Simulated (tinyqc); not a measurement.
# CMOS latch-up, two-transistor model, step by step

Program tinyqc, `OMP_NUM_THREADS=1 python tinyqc.py 2670058 2670059 out.jsonl`; Intel Xeon 2.30GHz, shared host, one thread, about 0.04 s. Printed values are rounded.

A parasitic pnp (emitter at Vdd, base shunted by Rw) and npn (emitter at ground, base shunted by Rs) feed each other: the npn collector current flows out of the pnp base node, the pnp collector current into the npn base node. Forward-active transistors with constant gains: Icn = Isn exp(Vn/Vt), Icp = Isp (exp(Vp/Vt) - 1). A current Ii is injected into the npn base node.

Inputs (values chosen for the exercise); values close to those of bulk CMOS:
- T = 300 K (temperature)
- bn = 11.6 (current gain of the npn)
- bp = 5.4 (current gain of the pnp)
- Isn = 9.8e-16 A (saturation current of the npn at T)
- Isp = 9e-16 A (saturation current of the pnp at T)
- Rs = 1100 ohm (substrate resistance shunting the npn)
- Rw = 450 ohm (well resistance shunting the pnp)
- R2 = 41 ohm (resistance from the pnp collector to the npn base)
- Von = 0.76 V (base-emitter voltage in the on state)
- Vsat = 0.17 V (saturation voltage)
- Vdd = 1.2 V (supply voltage)
- Ii = 0.648 mA (current injected into the substrate)

Constants: q = 1.602176634e-19 C, kB = 1.380649e-23 J/K, Vt = kB T/q. Results are converted to the units shown.

## Holding current and voltage

On state with both base-emitter voltages at Von: npn base current Ib = (Von/Rs + bp Von/Rw)/(bn bp - 1), holding current Ih = (bn + 1) Ib + Von/Rs, holding voltage Vh = Vsat + Von + R2 (Ib + Von/Rs).

bn bp = 62.64
Ib = 0.1591647 mA
Ih = 2.696384 mA
Vh = 0.9648530 V

Vh is below Vdd = 1.2 V, so the supply can sustain a latched state.

## The off branch

| point | Vn (V) |
|---|---|
| 0 | 0.522 |
| 1 | 0.602 |
| 2 | 0.652 |
| 3 | 0.682 |
| 4 | 0.702 |
| 5 | 0.722 |
| 6 | 0.737 |
| 7 | 0.752 |

Node equations: Vp/Rw + Icp/bp = Icn and Vn/Rs + Icn/bn = Icp + Ii. Loop gain G = gn gp/[(1/Rw + gp/bp)(1/Rs + gn/bn)], gn = Icn/Vt, gp = (Icp + Isp)/Vt; the off state ends where G = 1, and Ii there is the trigger current. For each Vn: Icn, then Vp from the first equation, then Ii from the second.

| point | Icn (mA) | Vp (V) | Icp (mA) | Ii (mA) | G |
|---|---|---|---|---|---|
| 0 | 5.7602e-4 | 2.5921e-4 | 9.0694e-15 | 0.47460 | 3.8702e-13 |
| 1 | 0.012717 | 0.0057226 | 2.2300e-13 | 0.54837 | 1.0106e-11 |
| 2 | 0.087972 | 0.039587 | 3.2618e-12 | 0.60031 | 2.0501e-10 |
| 3 | 0.28075 | 0.12634 | 1.1840e-10 | 0.64420 | 1.2221e-8 |
| 4 | 0.60857 | 0.27385 | 3.5874e-8 | 0.69064 | 5.0027e-6 |
| 5 | 1.3191 | 0.59293 | 0.0082228 | 0.76186 | 1.3404 |
| 6 | 2.3566 | 0.75096 | 3.7140 | -2.8408 | 51.817 |
| 7 | 4.2099 | 0.78399 | 13.325 | -12.279 | 57.492 |

Ii peaks at 0.7622 mA, at Vn = 0.7217 V where G = 1; beyond it the loop feeds itself.

## Iteration 1: response to the injected current, once round the loop per iteration

Vn at the start = 0.57 V

Icn = Isn exp(Vn/Vt); Vp solves Vp/Rw + Icp/bp = Icn; Vn(new) solves Vn/Rs + (Isn/bn) exp(Vn/Vt) = Icp + Ii.

Icn = 0.003688116 mA
Vp = 0.001659652 V
Icp = 5.967337e-14 mA
Vn after iteration 1 = 0.6840169 V

## Course of the iteration: response to the injected current, once round the loop per iteration

Stop when Vn changes by less than 1e-9 V, or after 150 iterations. Vn must stay below 1.1 V.

Course of the iteration:

| iteration | Vn (V) | \|change\| (V) |
|---|---|---|
| 1 | 0.6840169 | 0.114 |
| 2 | 0.6840169 | 9.18e-11 |

Converged in 2 iterations. The change falls from 0.11 in the first iteration to below the tolerance in the last. An off state exists, since Ii is below the trigger current, the largest Ii that the node equations allow, 0.7622 mA.
